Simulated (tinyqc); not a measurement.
Quantum point contact as a saddle point with Zeeman splitting: two steps of the calculation.

Potential V0 - m wx^2 x^2/2 + m wy^2 y^2/2; energies are counted from V0. Mode n = 0, 1, ... transmits T_n(E) = 1/(1 + exp(-2 pi (E - E_n)/wx)), E_n = wy (n + 1/2) +/- Ez/2 for the two spins, Ez = gs muB B, muB = q hbar/(2 m0); each spin carries q^2/h.

Parameters, values chosen for the exercise: temperature T = 1.5 K; transverse quantum hbar wy wy = 2.4 meV; curvature of the barrier hbar wx wx = 1.1 meV; Fermi level above the saddle point mu = 2.63 meV; size of the g factor gs = 4.9; in-plane magnetic field B = 12 T; points of the energy grid nE = 13; half-range of the grid in kB T xm = 6.

Constants: q = 1.602176634e-19 C, kB = 1.380649e-23 J/K, hbar = 1.054571817e-34 J s, h = 6.62607015e-34 J s, m0 = 9.1093837015e-31 kg, Vt = kB T/q. Results are converted to the units shown.

Task 1. Transmissions at the Fermi level. At zero temperature g = G/(2 q^2/h) = (1/2) sum T_n(mu); Fano factor sum T_n (1 - T_n)/sum T_n. Modes beyond those listed are in the sums but add less than 1e-4 to g.

Give: E_n; T_n; g; G; Fano factor.

Result 1.

| mode | E_n (meV) | T_n |
|---|---|---|
| 0- | -0.502 | 1.000 |
| 1- | 1.898 | 0.985 |
| 2- | 4.298 | 0.000 |
| 0+ | 2.902 | 0.175 |
| 1+ | 5.302 | 0.000 |
| 2+ | 7.702 | 0.000 |

g = 1.080
G = 83.67 uS
Fano factor = 0.07367

Task 2. Thermal average on a coarse grid. g(T) = int g(E) (-df/dE) dE = int g(mu + x kB T) dx/(4 cosh^2(x/2)), g(E) the zero-temperature value at E, g = G/(2 q^2/h). Simpson's rule on nE equally spaced x from -xm to xm.

Wanted: x; E; g(E); weight; integral of the weight; g(T); g(T) divided by the integral of the weight.

Result 2.

| point | x | E (meV) | g(E) | weight |
|---|---|---|---|---|
| 0 | -6.0000 | 1.8544 | 0.7202 | 0.00247 |
| 1 | -5.0000 | 1.9837 | 0.8125 | 0.00665 |
| 2 | -4.0000 | 2.1130 | 0.8921 | 0.01766 |
| 3 | -3.0000 | 2.2422 | 0.9498 | 0.04518 |
| 4 | -2.0000 | 2.3715 | 0.9917 | 0.10499 |
| 5 | -1.0000 | 2.5007 | 1.0305 | 0.19661 |
| 6 | 0.0000 | 2.6300 | 1.0799 | 0.25000 |
| 7 | 1.0000 | 2.7593 | 1.1500 | 0.19661 |
| 8 | 2.0000 | 2.8885 | 1.2390 | 0.10499 |
| 9 | 3.0000 | 3.0178 | 1.3294 | 0.04518 |
| 10 | 4.0000 | 3.1470 | 1.4015 | 0.01766 |
| 11 | 5.0000 | 3.2763 | 1.4486 | 0.00665 |
| 12 | 6.0000 | 3.4056 | 1.4763 | 0.00247 |

integral of the weight = 0.99435
g(T) = 1.0939
g(T) divided by the integral of the weight = 1.1001

Range of the model: Orbital effects of the in-plane field and interactions (such as the 0.7 feature) are left out.

Numbers from tinyqc (`OMP_NUM_THREADS=1 python tinyqc.py 2740115 2740116 out.jsonl`; about 0.08 s on one thread of a shared Intel Xeon 2.30GHz).
